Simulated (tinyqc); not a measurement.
From results to parameters: Morse oscillator. Computed by the program tinyqc.

Problem. A Morse oscillator has levels we (n + 1/2) - wexe (n + 1/2)^2 with wexe = we^2/(4 De) and we = a sqrt(2 De/m) in atomic units (1 hartree = 219474.63 cm^-1 = 27.211386 eV, 1 u = 1822.888 electron masses). Find we, wexe, De and a.

spacings 0-1 and 1-2 (cm^-1): 2467.182000  2342.785138
reduced mass = 1.280002 u

Solution. The spacings are we - 2 wexe and we - 4 wexe, so their difference is 2 wexe; De = we^2/(4 wexe) and a = sqrt(2 m wexe).

we, wexe (cm^-1): 2591.579  62.198
De = 3.3470 eV
a = 1.150 1/bohr
